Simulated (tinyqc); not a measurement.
Modes across the composition range: two-mode optical phonons of a ternary alloy from two coupled oscillators. Computed by tinyqc, a small Python program. Command: `OMP_NUM_THREADS=1 python tinyqc.py 3026401 3026402 out.jsonl twomode walk`. One thread of a shared host (Intel(R) Xeon(R) Processor @ 2.30GHz), about 0.01 s of CPU time with the checks.

An alloy A(x)B(1-x)C has an A-C and a B-C bond oscillator. Each TO frequency moves linearly from the impurity mode (dilute end) to the TO of the pure crystal; each strength is proportional to the number of bonds.

Inputs (values chosen for the exercise, modelled on GaAs(1-x)P(x), with A-C the GaP-like and B-C the GaAs-like bond):
```
quantity,value,unit
omega_TO of pure AC,366.2,1/cm
omega_LO of pure AC,403.8,1/cm
omega_TO of pure BC,267.8,1/cm
omega_LO of pure BC,290.8,1/cm
eps_inf of AC,9.28,-
eps_inf of BC,10.7,-
impurity mode of A in BC,350,1/cm
impurity mode of B in AC,268.7,1/cm
```

Method:
- omega_1 = (impurity mode of A) + x (omega_TO,AC - impurity mode of A); omega_2 = (impurity mode of B) + (1 - x)(omega_TO,BC - impurity mode of B); eps_inf = x eps_AC + (1 - x) eps_BC; strengths W_1 = x eps_AC (omega_LO,AC^2 - omega_TO,AC^2), W_2 = (1 - x) eps_BC (omega_LO,BC^2 - omega_TO,BC^2).
- eps(omega) = eps_inf + W_1/(omega_1^2 - omega^2) + W_2/(omega_2^2 - omega^2) = 0 is the eigenproblem of the matrix [[omega_1^2 + W_1/eps_inf, sqrt(W_1 W_2)/eps_inf], [sqrt(W_1 W_2)/eps_inf, omega_2^2 + W_2/eps_inf]] for omega_LO^2.
- The polar coupling of mode j is c_j = (u_j . sqrt(W))^2/(eps_inf^2 omega_j^2), u_j its eigenvector and omega_j here its LO frequency; the c_j add up to 1/eps_inf - 1/eps_s. Froehlich constant alpha_j = (e^2/(4 pi eps_0)) c_j k_j/(2 E_j), E_j = h c omega_j, k_j = sqrt(m* E_j/(hbar^2/(2 m_0))).

Frequencies (1/cm):
```
x,"TO, A-C","TO, B-C",lower LO,upper LO,coupling share of the upper LO,eps_s
0.02,350.324,267.818,290.15,351.27,0.04663,12.594
0.10,351.620,267.890,287.74,356.19,0.20508,12.499
0.20,353.240,267.980,285.05,362.02,0.35947,12.378
0.35,355.670,268.115,281.45,370.33,0.53656,12.189
0.50,358.100,268.250,278.21,378.31,0.67439,11.993
0.65,360.530,268.385,275.20,386.09,0.78806,11.789
0.80,362.960,268.520,272.34,393.73,0.88584,11.577
0.90,364.580,268.610,270.50,398.77,0.94478,11.432
0.98,365.876,268.682,269.06,402.80,0.98921,11.313
```

The upper LO moves from 351.3 to 402.8 and the lower from 290.2 to 269.1 per cm. At each dilute end one LO-TO pair closes onto an impurity mode. The upper LO shifts by +0.53 per cm for each per cent of x near the middle, which is how Raman spectra measure composition. Its share of the polar coupling passes one half between x = 0.2 and 0.35.
